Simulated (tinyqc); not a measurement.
# Worked calculation: a stack of flat layers between unequal leads with mass mismatch, transfer matrices

tinyqc, about 0.01 s, one thread, Intel Xeon 2.30GHz (shared host): `OMP_NUM_THREADS=1 python tinyqc.py 2560116 2560117 out.jsonl` Printed values are rounded.

One electron of energy E comes from the left lead (band edge 0); no transverse momentum. Parabolic bands, masses in units of m0, C = hbar^2/(2 m0); psi and psi'/m are continuous at every interface. The layers follow each other from left to right, then the right lead.

Parameters, values chosen for the exercise; masses and band edges of a made-up stack: mass in the left lead mL = 0.068 m0; band edges of the layers, left to right U = [0.17, 0.1, 0.23] eV; masses of the layers m = [0.074, 0.076, 0.091] m0; widths of the layers d = [1.6, 1.1, 0.7] nm; band edge of the right lead UR = -0.03 eV; mass in the right lead mR = 0.076 m0; electron energy E = 0.093 eV.

Constants: q = 1.602176634e-19 C, hbar = 1.054571817e-34 J s, m0 = 9.1093837015e-31 kg, hbar^2/(2 m0) = 0.0380998212 eV nm^2. Results are converted to the units shown.

Range of the model: Layers thinner than about 0.8 nm hold only a few atomic planes, where an effective mass is a rough description.

## Wave numbers

k = sqrt(m (E - U)/C) where E > U, K = sqrt(m (U - E)/C) where E < U; v = k/m in the leads.

Layers:

|  | U (eV) | m (m0) | d (nm) | k or K (1/nm) | which |
|---|---|---|---|---|---|
| 1 | 0.17 | 0.074 | 1.6 | 0.3867228 | K |
| 2 | 0.1 | 0.076 | 1.1 | 0.1181665 | K |
| 3 | 0.23 | 0.091 | 0.7 | 0.5720309 | K |

vL = 5.991362 1/nm
vR = 6.517549 1/nm

## Matrices of the layers

For the pair (psi, psi'/m) a flat layer has M = [[cos kd, (m/k) sin kd], [-(k/m) sin kd, cos kd]] with k = sqrt(m (E - U)/C) above its edge U, and M = [[cosh Kd, (m/K) sinh Kd], [(K/m) sinh Kd, cosh Kd]] with K = sqrt(m (U - E)/C) below it. M12 is in nm, M21 in 1/nm.

M of layer 1:

|  | 1 | 2 |
|---|---|---|
| 1 | 1.197616 | 0.1261010 |
| 2 | 3.443934 | 1.197616 |

M of layer 2:

|  | 1 | 2 |
|---|---|---|
| 1 | 1.008460 | 0.08383561 |
| 2 | 0.2026703 | 1.008460 |

M of layer 3:

|  | 1 | 2 |
|---|---|---|
| 1 | 1.081246 | 0.06541595 |
| 2 | 2.584877 | 1.081246 |

## Product of the matrices

The matrix of the later layer stands to the left: M = M_n ... M_2 M_1; det M = 1.

M:

|  | 1 | 2 |
|---|---|---|
| 1 | 1.861125 | 0.3267376 |
| 2 | 7.885876 | 1.921747 |

## Transmission and reflection

The matrix M carries (psi, psi'/m) across the stack, and v = k/m in each lead. psi = 1 + r at the left edge (incident amplitude 1) and t at the right edge. With det M = 1, a = i vR M11 - M21 and b = -vL vR M12 - i vL M22: t = 2 i vL/(a - b), r = -(a + b)/(a - b), T(E) = (vR/vL) |t|^2, R(E) = |r|^2.

t = 0.4861512+0.1001937i
r = 0.1476250-0.8427258i
T(E) = 0.2680201
R(E) = 0.7319799

T(E) + R(E) = 1: the current is conserved.
